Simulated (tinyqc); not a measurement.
Inside a calculation. Method: plane-wave Kohn-Sham cycle with exchange-only LDA in a layered model solid. One step of it, computed by the program tinyqc.

Question. Iteration 2: levels at that k. Diagonalise the Hermitian matrix.

H (hartree):
```
           -3         -2         -1         +0         +1         +2         +3
-3   1.025000  -0.168597  -0.017329  -0.001436  -0.000471   0.000454   0.000325
-2  -0.168597   0.339610  -0.168597  -0.017329  -0.001436  -0.000471   0.000454
-1  -0.017329  -0.168597  -0.071623  -0.168597  -0.017329  -0.001436  -0.000471
+0  -0.001436  -0.017329  -0.168597  -0.208701  -0.168597  -0.017329  -0.001436
+1  -0.000471  -0.001436  -0.017329  -0.168597  -0.071623  -0.168597  -0.017329
+2   0.000454  -0.000471  -0.001436  -0.017329  -0.168597   0.339610  -0.168597
+3   0.000325   0.000454  -0.000471  -0.001436  -0.017329  -0.168597   1.025000
```

Give: eigenvalues.

Answer.

eigenvalues (hartree): -0.417  -0.121  0.048  0.366  0.371  1.065  1.065
